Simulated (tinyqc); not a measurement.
Worked calculation: extended Hueckel theory, for BeH2. One step of it, computed by the program tinyqc.

Question. Orbitals. Solve H C = S C e through S^(-1/2); fill by pairs from the bottom, a degenerate level sharing its electrons equally; each orbital has its largest coefficient positive (the first on a tie).

H (eV), lower triangle:
```
             1Be 2s    1Be 2px    1Be 2py    1Be 2pz       2H 1s       3H 1s
1Be 2s   -10.000000
1Be 2px    0.000000  -6.000000
1Be 2py    0.000000   0.000000  -6.000000
1Be 2pz    0.000000   0.000000   0.000000  -6.000000
2H 1s     -8.704280   0.000000  -8.963198  -0.854327  -13.600000
3H 1s     -8.704280   0.000000   8.963198  -0.854327   -0.904021  -13.600000
```

overlap S, lower triangle:
```
           1Be 2s   1Be 2px    1Be 2py   1Be 2pz     2H 1s     3H 1s
1Be 2s   1.000000
1Be 2px  0.000000  1.000000
1Be 2py  0.000000  0.000000   1.000000
1Be 2pz  0.000000  0.000000   0.000000  1.000000
2H 1s    0.484341  0.000000   0.558013  0.053187  1.000000
3H 1s    0.484341  0.000000  -0.558013  0.053187  0.044315  1.000000
```

valence electrons = 4

Give: orbital energies; occupations; coefficients; sum of one-electron energies.

Answer.

orbital energies (eV): -14.8173  -13.7392  -6.0648  -6.0000  1.0460  18.4737

occupations: 2.0000  2.0000  0.0000  0.0000  0.0000  0.0000

coefficients:
```
            MO1      MO2      MO3     MO4      MO5      MO6
1Be 2s   0.3287   0.0000  -0.1757  0.0000   1.2980   0.0000
1Be 2px  0.0000   0.0000   0.0000  1.0000   0.0000   0.0000
1Be 2py  0.0000   0.2013   0.0000  0.0000   0.0000   1.6823
1Be 2pz  0.0078   0.0000   0.9846  0.0000   0.2010   0.0000
2H 1s    0.5183   0.6007   0.0600  0.0000  -0.7783  -1.0682
3H 1s    0.5183  -0.6007   0.0600  0.0000  -0.7783   1.0682
```

sum of one-electron energies = -57.1130 eV
